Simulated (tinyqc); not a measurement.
# Inputs raised by 10 %, one at a time

Model: precursor delivery by bubblers, mass-transport growth and the solid composition of a III-V alloy. Computed by tinyqc, a small Python program. Command: `OMP_NUM_THREADS=1 python tinyqc.py 3009021 3009022 out.jsonl movpe_thermo sens`. One thread of a shared host (Intel(R) Xeon(R) Processor @ 2.30GHz), about 0.01 s of CPU time with the checks.

1 sccm = 44.615 micromol/min; 1 torr = 133.322 Pa. The sources decompose fully at the surface.

Inputs (values chosen for the exercise, modelled on triethylgallium (source 1) and trimethylindium (source 2) for the vapour pressures):
```
quantity                                                                                                  value        unit
bath temperature T1                                                                                         288           K
bath temperature T2                                                                                         289           K
bubbler pressure p_b                                                                                        760        torr
carrier flow F1                                                                                              40        sccm
carrier flow F2                                                                                              20        sccm
total flow F_t                                                                                              3.3         slm
group-V flow F_V                                                                                             42        sccm
reactor pressure p                                                                                          100        torr
growth temperature T                                                                                        840           K
diffusivity at 273 K and 760 torr                                                                           0.5      cm^2/s
flow cross-section A                                                                                         74        cm^2
distance from the leading edge z                                                                             14          cm
lattice constant a                                                                                         5.94    angstrom
interaction L0 of the solid                                                                                21.3      kJ/mol
log10 of p_B,eq over pure BC at 1000 K and 1 torr of group V (exaggerated: liquid indium has about -4.1)   -2.2  log10 torr
enthalpy of that equilibrium H                                                                              370      kJ/mol
```

Alloy: mixing on the group-III sites, with desorption of B.

constants a, b of source 1 (log10 torr, K): 8.057  2162

constants a, b of source 2 (log10 torr, K): 10.51  3014

Constants: k_B = 1.380649e-23 J/K; R = 8.314462618 J/(mol K).

Method:
- log10 p_v = a - b/T_bath; molar flow = F x 44.615 x p_v/(p_b - p_v) for a saturated bubbler.
- p_i = p n_i/(44615 F_t), F_t in slm; p_V = p F_V/(1000 F_t), counted per molecule supplied; V/III = 44.615 F_V/(n1 + n2); vapour fraction of source 2 = n2/(n1 + n2).
- Mean velocity u = (F_t/A)(760/p)(T/273); D = D0 (T/273)^1.75 (760/p); boundary layer delta = sqrt(pi D z/u); flux = D dp/(delta k_B T); growth rate = flux x a^3/4.
- A sticks fully. B desorbs: its surface pressure is p_B* = x gamma_B K/sqrt(p_V), ln gamma_B = L0 (1 - x)^2/(R T), K = 10^(log10 K at 1000 K) exp[-(H/R)(1/T - 1/1000)], p_V in torr. With equal diffusivities x = (p_2 - p_B*)/(p_1 + p_2 - p_B*). Growth rate = rate per torr x p_1/(1 - x).

Runs:
```
input moved                            from     to  V/III ratio  solid fraction x  growth rate (micrometre/h)  share of B incorporated, 1 - p_B*/p_2
base run                                  -      -       191.43           0.14454                      0.4722                                0.99837
bath temperature T2 (K)                 289  317.9        88.79           0.60327                      1.0182                                0.99987
bubbler pressure p_b (torr)             760    836       210.65           0.14456                      0.4291                                0.99821
carrier flow F2 (sccm)                   20     22       188.70           0.15675                      0.4791                                0.99849
total flow F_t (slm)                    3.3   3.63       191.43           0.14451                      0.4502                                0.99812
reactor pressure p (torr)               100    110       191.43           0.14457                      0.4722                                0.99859
interaction L0 of the solid (kJ/mol)   21.3  23.43       191.43           0.14449                      0.4722                                0.99796
distance from the leading edge z (cm)    14   15.4       191.43           0.14454                      0.4502                                0.99837
```

Exponents ln(y'/y) / ln(x'/x):
```
input                             V/III ratio  solid fraction x  growth rate  share of B incorporated, 1 - p_B*/p_2
bath temperature T2                    -8.060            14.991        8.062                                  0.016
bubbler pressure p_b                    1.004             0.001       -1.004                                 -0.002
carrier flow F2                        -0.151             0.851        0.151                                  0.001
total flow F_t                          0.000            -0.002       -0.500                                 -0.003
reactor pressure p                      0.000             0.002        0.000                                  0.002
interaction L0 of the solid             0.000            -0.004       -0.001                                 -0.004
distance from the leading edge z        0.000             0.000       -0.500                                  0.000
```

Among the inputs moved here: V/III ratio answers most in size to bath temperature T2 (exponent -8.060), next to bubbler pressure p_b (+1.004); its exponent is below 0.0005 for total flow F_t, reactor pressure p, interaction L0 of the solid, distance from the leading edge z. Solid fraction x answers most in size to bath temperature T2 (exponent +14.991), next to carrier flow F2 (+0.851); its exponent is below 0.0005 for distance from the leading edge z. Growth rate answers most in size to bath temperature T2 (exponent +8.062), next to bubbler pressure p_b (-1.004); its exponent is below 0.0005 for reactor pressure p. Its exponent -0.500 in total flow F_t: dilution as 1/F_t against a thinner boundary layer. Its exponent 0.000 in reactor pressure p: p_i rises as p while D falls as 1/p, and delta does not change. Share of B incorporated, 1 - p_B*/p_2 answers most in size to bath temperature T2 (exponent +0.016); its exponent is below 0.0005 for distance from the leading edge z.

Caution (all rows): the boundary layer is a quarter or more of the root of the cross-section, so it fills much of the channel and depletion along the flow matters. Caution (rows bath temperature T2): x lies inside the spinodal of the bulk alloy, 2 L0 x (1 - x) > R T; only kinetics or coherency strain keep such a layer uniform.

Extremes, crossings and ranges named in words are read from the listed rows.
